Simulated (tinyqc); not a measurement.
Zero-field depth and permittivity from two fields.

Question. The apparent depth of a Coulomb trap is Et - sqrt(q F/(pi eps0 eps_r)). Find Et and eps_r.

Constants: q = 1.602176634e-19 C, eps0 = 8.8541878128e-14 F/cm where lengths are in cm. Results are converted to the units shown.

apparent depth at F = 75 and 300 kV/cm (eV): [0.70309280, 0.63618560]

Solution. The depth is linear in sqrt(F): the intercept is Et and the slope -sqrt(q/(pi eps0 eps_r)).

Et = 0.7700 eV
eps_r = 9.650

Program tinyqc, `OMP_NUM_THREADS=1 python tinyqc.py 2050023 2050024 out.jsonl`; Intel Xeon 2.30GHz, shared host, one thread, about 0.01 s.
